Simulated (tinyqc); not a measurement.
## Electron mobility in a silicon inversion layer, empirical terms and Matthiessen rule: effect of the body doping

Inversion layer of sheet density Ns on a uniformly doped body, under a high-permittivity gate with an interlayer. The mobility terms are empirical power laws with prefactors chosen for the exercise; adding their inverses (Matthiessen) is itself an approximation.

ni = sqrt(Nc Nv) exp(-Eg/(2 Vt)), Eg in volts; Ndep = sqrt(2 eps0 eps_r Nb (2 Vt ln(Nb/ni) + Vsb)/q); E = q (Ndep + eta Ns)/(eps0 eps_r), in MV/cm. With t = T/(300 K): muC = Ac (Ns/1e12 cm^-2) t/(Nb/1e17 cm^-3 + Nit/1e11 cm^-2), muP = Ap E^(-1/3) t^(-1.75), muS = As E^(-gs), muR = Ar exp(2 ti/lr)/t; 1/mu is the sum of the inverses.

Values chosen for this exercise; material values close to those of silicon: temperature T = 250 K; band gap Eg = 1.12 eV; relative permittivity of the semiconductor eps_r = 11.8; conduction-band density of states at T Nc = 2.11e19 cm^-3; valence-band density of states at T Nv = 2e19 cm^-3; reverse body bias Vsb = 0.3 V; weight of the inversion charge in the effective field eta = 0.5; phonon-limited mobility at 1 MV/cm and 300 K Ap = 456 cm^2/(V s); roughness-limited mobility at 1 MV/cm As = 742 cm^2/(V s); exponent of the roughness term gs = 2; Coulomb prefactor Ac = 2600 cm^2/(V s); charge at the interface Nit = 5.9e11 cm^-2; remote-phonon mobility without interlayer Ar = 320 cm^2/(V s); interlayer thickness ti = 1.3 nm; decay length of remote phonons lr = 0.9 nm; inversion density Ns = 2e12 cm^-2.

Constants: q = 1.602176634e-19 C, kB = 1.380649e-23 J/K, Vt = kB T/q, eps0 = 8.8541878128e-14 F/cm where lengths are in cm. Results are converted to the units shown.

The same in every row: muR (cm^2/(V s)) = 6902.

Effect of the body doping:

| Nb (cm^-3) | E (MV/cm) | muC (cm^2/(V s)) | muP (cm^2/(V s)) | muS (cm^2/(V s)) | mu (cm^2/(V s)) |
|---|---|---|---|---|---|
| 2e16 | 0.2363 | 710.4 | 1015 | 1.329e4 | 382.7 |
| 4.4e16 | 0.2782 | 683.5 | 961.0 | 9587 | 363.3 |
| 9.7e16 | 0.3414 | 630.8 | 897.6 | 6365 | 333.2 |
| 2.1e17 | 0.4340 | 541.7 | 828.7 | 3940 | 289.7 |
| 4.7e17 | 0.5791 | 408.8 | 752.7 | 2213 | 228.8 |
| 1e18 | 0.7823 | 272.5 | 680.9 | 1212 | 163.7 |
| 2.3e18 | 1.120 | 149.9 | 604.1 | 591.1 | 98.41 |
| 5e18 | 1.597 | 77.52 | 536.7 | 290.9 | 54.51 |

What does the comparison show?

As Nb goes from 2e16 to 5e18 cm^-3, E rises from 0.236 to 1.60 MV/cm and mu falls from 383 to 54.5 cm^2/(V s). The Coulomb term is the smallest in the first and the last row. At Nb = 5e18 cm^-3 E passes 1.5 MV/cm, beyond the usual range of such laws.

tinyqc, about 0.01 s, one thread, Intel Xeon 2.30GHz (shared host): `OMP_NUM_THREADS=1 python tinyqc.py 2510041 2510042 out.jsonl`
